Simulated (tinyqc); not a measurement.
Strain: hole subbands of a hard-walled well, four-band Luttinger model.

Hole energies are counted downwards from the unstrained band edge, c = hbar^2/2m0. After the usual block transformation one block is H = [[P + Q - Zs, R - i S], [R + i S, P - Q + Zs]] in (heavy, light), with P +/- Q = c [(g1 +/- g2) k^2 + (g1 -/+ 2 g2) kz^2], R = sqrt(3) c gR k^2, S = 2 sqrt(3) c g3 k kz, kz = -i d/dz; axial approximation gR = (g2 + g3)/2. Zs = b (e_par - e_perp) is the shear part of the strain (the hydrostatic part shifts all levels alike and is left out). Basis sqrt(2/L) sin(n pi z/L), n = 1 to N, for each component: kz^2 gives (n pi/L)^2 and the heavy-light block is R delta_nm - 2 sqrt(3) c g3 k D_nm with D_nm = 4 n m/(L (n^2 - m^2)) for n + m odd, 0 otherwise. The other block has the same levels. The split-off band is left out, a severe simplification for a spin-orbit splitting near 0.04 eV.

Constants: hbar^2/2m0 = 3.80998211 eV angstrom^2.

Inputs chosen for the exercise (near those of Si; shifted at random, so the results belong to these values and not to a real crystal):

| symbol | value | unit | meaning |
|---|---|---|---|
| g1 | 4.26 |  | Luttinger gamma1 |
| g2 | 0.34 |  | gamma2 |
| g3 | 1.45 |  | gamma3 |
| L | 120 | angstrom | well width along [001] |
| Zlist | (-0.0173, -0.0119, -0.0058, -0.0018, 0, 0.0033, 0.0109) | eV | shear strain energies (negative: tension in the plane, for b < 0) |

N = 20. dE is the rise of the top subband from k = 0 to k1 = pi/(4L), m1 = c k1^2/dE (dash if dE is not positive), and the heavy weight is taken at k = pi/L.

Top subband:

| Zs (eV) | HH1 (meV) | LH1 (meV) | dE (meV) | heavy weight | m1 (m0) |
|---|---|---|---|---|---|
| -0.0173 | 26.6 | -4.4 | 0.497 | 0.046 | 0.328 |
| -0.0119 | 21.2 | 1.0 | 0.467 | 0.073 | 0.350 |
| -0.0058 | 15.1 | 7.1 | 0.408 | 0.160 | 0.401 |
| -0.0018 | 11.1 | 11.1 | 0.196 | 0.371 | 0.831 |
| 0.0033 | 6.0 | 16.2 | 0.577 | 0.805 | 0.283 |
| 0.0109 | -1.6 | 23.8 | 0.619 | 0.941 | 0.263 |

Give the missing row, Zs (eV) = 0.0000.

Computed row:
```
Zs (eV)  HH1 (meV)  LH1 (meV)  dE (meV)  heavy weight  m1 (m0)
0.0000         9.3       12.9     0.540         0.550    0.302
```

HH1 and LH1 cross at Zs = -2 c g2 (pi/L)^2 = -0.0018 eV; for more negative Zs the light hole is on top. Among the rows with HH1 on top, m1 goes from 0.302 to 0.263 m0 as the splitting widens from 4 to 25 meV, against the unmixed 1/(g1 + g2) = 0.217: compression lightens the holes here. m1 describes the neighbourhood of k = 0 only; where HH1 and LH1 lie close, the band may peak further out.

Run: tinyqc, `OMP_NUM_THREADS=1 python tinyqc.py 1251808 1251809 out.jsonl`; Intel(R) Xeon(R) Processor @ 2.30GHz, one thread, shared host; about 0.2 s of CPU time with all checks.
